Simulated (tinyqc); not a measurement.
Atomic layer deposition: Langmuir saturation, growth per cycle and coating of deep features: one step, computed by the program tinyqc.

Precursor A sticks only on free sites, so a long enough pulse saturates; co-reactant B then frees the sites again.

Problem. The first four cycles. One cycle from coverage th0: pulse A gives th1 = th_s + (th0 - th_s) exp(-(k_a + k_d) t), th_s = k_a/(k_a + k_d); the purge leaves th2 = th1 exp(-k_d t_p); pulse B converts c_B th2 into film and leaves th3 = (1 - c_B) th2. Growth = G c_B th2. Start from th0 = 0.

Inputs (values chosen for the exercise, modelled on silicon dioxide from an aminosilane and ozone):

| quantity | value | unit |
|---|---|---|
| growth per cycle at saturation G | 1.2 | angstrom |
| temperature T | 150 | C |
| pulse time t | 0.97 | s |
| co-reactant completion per pulse c_B | 0.95 | - |
| purge time t_p | 10 | s |

k_a = 2.544706 1/s

k_d = 7.069523e-05 1/s

Give: Cycles.

Solution.

Cycles:

| cycle | th0 | th1 | th2 | th3 | growth (angstrom) |
|---|---|---|---|---|---|
| 1 | 0.00000 | 0.9153 | 0.9146 | 0.04573 | 1.043 |
| 2 | 0.04573 | 0.9191 | 0.9185 | 0.04592 | 1.047 |
| 3 | 0.04592 | 0.9191 | 0.9185 | 0.04592 | 1.047 |
| 4 | 0.04592 | 0.9191 | 0.9185 | 0.04592 | 1.047 |
